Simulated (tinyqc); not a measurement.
Valence-band offset from core levels (Kraut method), with the dipole against the affinity rule: one step of the calculation.

Binding energies are counted downwards from the Fermi level. dEv > 0 means that the valence edge of B lies below that of A, dEc > 0 that the conduction edge of B lies above that of A; dEc + dEv = EgB - EgA. The spectra are made-up values treated as data.

Question. Interface dipole. The affinity rule gives dEc(0) = chiA - chiB; the dipole step is D = dEc - dEc(0), and two sheets of opposite charge dd apart hold N = eps0 ei |D|/(q dd).

Inputs (values chosen for the exercise); gaps and affinities close to those of gallium arsenide (A) and tantalum oxide (B):
- chiA = 4.13 eV (electron affinity of A)
- chiB = 3.28 eV (electron affinity of B)
- ei = 4.9 (relative permittivity inside the dipole layer)
- dd = 0.25 nm (thickness of the dipole layer)

Constants: q = 1.602176634e-19 C, eps0 = 8.8541878128e-14 F/cm where lengths are in cm. Results are converted to the units shown.

dEc = 1.07 eV

Wanted: dEc(0); D; N; field in the dipole layer.

Answer.

dEc(0) = 0.85000 eV
D = 0.22000 eV
N = 2.3830e13 cm^-2
field in the dipole layer = 8.8000 MV/cm

N is 0.034 elementary charges for each of about 7e14 surface atoms per cm^2.

Computed by the program tinyqc: `OMP_NUM_THREADS=1 python tinyqc.py 2410129 2410130 out.jsonl`, one thread of a shared Intel Xeon 2.30GHz, about 0.01 s for the whole run.
